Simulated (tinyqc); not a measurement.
Electron-beam lithography: double-Gaussian proximity function, edge placement and dose correction for parallel lines: one step, computed by the program tinyqc.

Lines are infinitely long. Absorbed energy is counted so that the middle of a very large area written at dose 1 receives 1; the resist develops where it exceeds 1/2.

Question. Interaction matrix. f(r) = [exp(-r^2/alpha^2)/alpha^2 + eta exp(-r^2/beta^2)/beta^2]/(pi (1 + eta)). A line from a to b at dose d gives E(x) = d [S(alpha) + eta S(beta)]/(1 + eta), S(s) = [erf((b - x)/s) - erf((a - x)/s)]/2. M_ij is the mean of E at the two edges of line i from line j at dose 1.

Inputs (values chosen for the exercise, of the order of those for 100 keV electrons in resist on silicon): forward range alpha = 0.014 micrometre; backscatter range beta = 31 micrometre; backscatter ratio eta = 0.51.

Lines (micrometre):
```
line  left edge    right edge        centre
1         0.000  9.000000e-02  4.500000e-02
2         0.250  4.625000e+01  2.325000e+01
3        46.360  4.641300e+01  4.638650e+01
4        46.603  4.671300e+01  4.665800e+01
5        72.713  7.276400e+01  7.273850e+01
```

Give: M.

Answer.

M, rows 1, 2, 3, 4, 5:
$$\begin{pmatrix}
0.33168 & 0.16170 & 0.00003 & 0.00007 & 0.00000 \\
0.00031 & 0.49394 & 0.00018 & 0.00037 & 0.00008 \\
0.00006 & 0.16207 & 0.33145 & 0.00068 & 0.00015 \\
0.00006 & 0.16058 & 0.00033 & 0.33180 & 0.00015 \\
0.00000 & 0.03816 & 0.00016 & 0.00033 & 0.33144
\end{pmatrix}$$
